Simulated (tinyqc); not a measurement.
Worked calculation: coherent transport through a tight-binding region between two chains. Computed by tinyqc, a small Python program that keeps every step. Settings: temperature = 4, mu = 0.04. Command: `OMP_NUM_THREADS=1 python tinyqc.py 22402 22403 out.jsonl` (the two numbers bound the seeds that draw the settings). One thread of a shared host (Intel(R) Xeon(R) Processor @ 2.60GHz), about 0.08 s of CPU time with the checks.

## Transmission at E = -0.33 eV

H of the central region (eV), lower triangle:
```
           1          2          3          4          5         6
1   0.000000
2  -0.810000   0.000000
3   0.000000  -0.880000   0.000000
4   0.000000   0.000000  -1.250000   0.000000
5   0.000000   0.000000   0.000000  -0.960000   0.000000
6   0.000000   0.000000   0.000000   0.000000  -1.250000  0.000000
```

Leads: semi-infinite chains with site energy 0:

| parameter | value |
|---|---|
| lead hopping t (eV) | 2.220000 |
| coupling to the left lead (eV) | 0.680000 |
| coupling to the right lead (eV) | 0.640000 |
| left contact site | 1 |
| right contact site | 6 |

E = -0.330000 eV

Surface Green function g = (E - i sqrt(4 t^2 - E^2)) / (2 t^2); self-energy tc^2 g on each contact site; G = (E - H - Sigma)^(-1); Gamma = -2 Im Sigma; T = Gamma_L Gamma_R |G_LR|^2; local density of states -Im G_ii / pi.

g = -0.033479-0.449205i 1/eV

G (1/eV), lower triangle:
```
                     1                    2                    3                    4
1   1.130403-0.526438i
2   1.538501-0.494288i   0.470640-0.586455i
3  -0.463546+0.299204i  -0.103267+0.235049i   0.387949-0.187260i
4  -1.205481+0.426969i  -0.358593+0.474917i   0.975118-0.214911i   0.509881-0.391078i
5   0.189192-0.242818i   0.011195-0.142801i  -0.169944+0.169953i  -0.052747+0.145399i
6   0.975756-0.392016i   0.278355-0.402436i  -0.793756+0.209919i  -0.405513+0.338733i

                    5                   6
5  0.203150-0.171312i
6  0.894141-0.156893i  0.547488-0.301567i
```

local density of states (1/eV): 0.167570  0.186674  0.059607  0.124484  0.054530  0.095992

transmission = 0.169042

## Transmission across the band

The same steps on a grid of energies.

T(E):

| E (eV) | T |
|---|---|
| -4.21800000 | 1.29e-09 |
| -3.79620000 | 1.50e-08 |
| -3.37440000 | 1.27e-07 |
| -2.95260000 | 1.29e-06 |
| -2.53080000 | 0.000022 |
| -2.10900000 | 0.002082 |
| -1.68720000 | 0.020072 |
| -1.26540000 | 0.726431 |
| -0.84360000 | 0.166788 |
| -0.42180000 | 0.337714 |
| 0.00000000 | 0.066204 |
| 0.42180000 | 0.337714 |
| 0.84360000 | 0.166788 |
| 1.26540000 | 0.726431 |
| 1.68720000 | 0.020072 |
| 2.10900000 | 0.002082 |
| 2.53080000 | 0.000022 |
| 2.95260000 | 1.29e-06 |
| 3.37440000 | 1.27e-07 |
| 3.79620000 | 1.50e-08 |
| 4.21800000 | 1.29e-09 |

levels of the isolated region (eV): -1.922020  -1.221636  -0.539020  0.539020  1.221636  1.922020

## Current

I = (2e/h) int T(E) [f(E - mu - V/2) - f(E - mu + V/2)] dE at 4 K with mu = 0.04 eV, the bias not changing H; 2e^2/h = 77.48092 microsiemens; the integral runs over the band on 4001 points.

Current:

| V (volt) | I (microampere) |
|---|---|
| 0.010000 | 0.053997 |
| 0.050000 | 0.262132 |
| 0.100000 | 0.522360 |
| 0.200000 | 1.068048 |
| 0.400000 | 2.330045 |
| 0.800000 | 7.412880 |
